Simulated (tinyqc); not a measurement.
Critical temperature from a phonon spectrum: McMillan, Allen-Dynes and the linearised Eliashberg equation: one step, computed by the program tinyqc.

alpha^2 F(omega) = sum_i (lambda_i omega_i/2) delta(omega - omega_i), so that lambda = 2 int alpha^2 F/omega d omega = sum_i lambda_i.

Question. McMillan and Allen-Dynes. McMillan form: k_B T_c = (omega_log/1.2) exp[-1.04 (1 + lambda)/(lambda - mu* (1 + 0.62 lambda))]. Allen-Dynes multiplies it by f1 f2: f1 = [1 + (lambda/L1)^(3/2)]^(1/3), L1 = 2.46 (1 + 3.8 mu*); f2 = 1 + (omega_rms/omega_log - 1) lambda^2/(lambda^2 + L2^2), L2 = 1.82 (1 + 6.3 mu*) omega_rms/omega_log.

Inputs (values chosen for the exercise, for a model metal): Coulomb pseudopotential mu* = 0.08.

Peaks in alpha^2 F: one.

lambda = 2.17

omega_rms = 44.9 meV

omega_log = 44.9 meV

Constants: k_B = 8.617333262e-05 eV/K.

Give: T_c, McMillan form; f1; f2; T_c, Allen-Dynes.

Answer.

T_c, McMillan form = 82.31 K

f1 = 1.159

f2 = 1

T_c, Allen-Dynes = 95.38 K

The two corrections raise T_c by 15.9 %. Caution: for lambda above about 1.5 the plain McMillan form saturates and falls short. Caution: a phonon-mediated T_c this high is known only in hydrides under high pressure.
